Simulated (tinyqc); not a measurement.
# Biaxially strained (001) channel, valley splitting in an inversion layer: effect of the temperature

A thin layer grown on a relaxed buffer is stretched in the plane. The two valleys with their long axis along the growth direction (D2) sink against the four in-plane ones (D4); confinement in a triangular well splits them too. Only the lowest subband of each set is kept; one relaxation time, so the weakening of intervalley scattering is left out.

e_par = b1 x, e_perp = -2 (c12/c11) e_par, splitting D = Xu (e_par - e_perp), in-plane stress (c11 + c12 - 2 c12^2/c11) e_par. Levels E(m) = 2.33811 (hbar^2 q^2 F^2/(2 m))^(1/3): E2 = E(ml), E4 = E(mt) + D; N2 = 2 mt kB T/(pi hbar^2), N4 = 4 sqrt(mt ml) kB T/(pi hbar^2). EF solves Ns = N2 ln(1 + exp((EF - E2)/Vt)) + N4 ln(1 + exp((EF - E4)/Vt)); f2 is the share in D2, and 1/mc = f2/mt + (1 - f2)(1/mt + 1/ml)/2. The gain is mc(x = 0)/mc.

Inputs (values chosen for the exercise); values close to those of silicon on relaxed silicon-germanium: germanium share of the relaxed buffer x = 0.08; lattice mismatch per unit x b1 = 0.0418; elastic constant c11 = 169 GPa; elastic constant c12 = 62.6 GPa; shear deformation potential Xu = 9.16 eV; longitudinal mass ml = 0.921 m0; transverse mass mt = 0.19 m0; confining field F = 0.57 MV/cm; inversion density Ns = 3.3e12 cm^-2.

Constants: q = 1.602176634e-19 C, kB = 1.380649e-23 J/K, hbar = 1.054571817e-34 J s, m0 = 9.1093837015e-31 kg, Vt = kB T/q, hbar^2/(2 m0) = 0.0380998212 eV nm^2. Results are converted to the units shown.

The same in every row: D (meV) = 53.323.

Result of one run:
```
T (K)	f2 without strain	f2	mc (m0)	gain
465	0.61010	0.84549	0.20241	1.1105
```

What becomes of these results when the temperature T is changed from 465 to 195 K, all else the same?

Result of the changed run:
```
T (K)	f2 without strain	f2	mc (m0)	gain
195	0.94377	0.99739	0.19020	1.0218
```

The whole series:
```
T (K)	f2 without strain	f2	mc (m0)	gain
150	0.98277	0.99971	0.19002	1.0068
195	0.94377	0.99739	0.19020	1.0218
240	0.88710	0.98973	0.19078	1.0426
285	0.82380	0.97410	0.19197	1.0641
330	0.76174	0.95006	0.19384	1.0825
375	0.70479	0.91906	0.19631	1.0963
420	0.65424	0.88343	0.19922	1.1054
465	0.61010	0.84549	0.20241	1.1105
```

As T goes from 150 to 465 K, f2 falls from 1.00 to 0.845 (without strain: it falls from 0.983 to 0.610) and the gain rises from 1.01 to 1.11.

Program tinyqc, `OMP_NUM_THREADS=1 python tinyqc.py 2530064 2530065 out.jsonl`; Intel Xeon 2.30GHz, shared host, one thread, about 0.01 s.
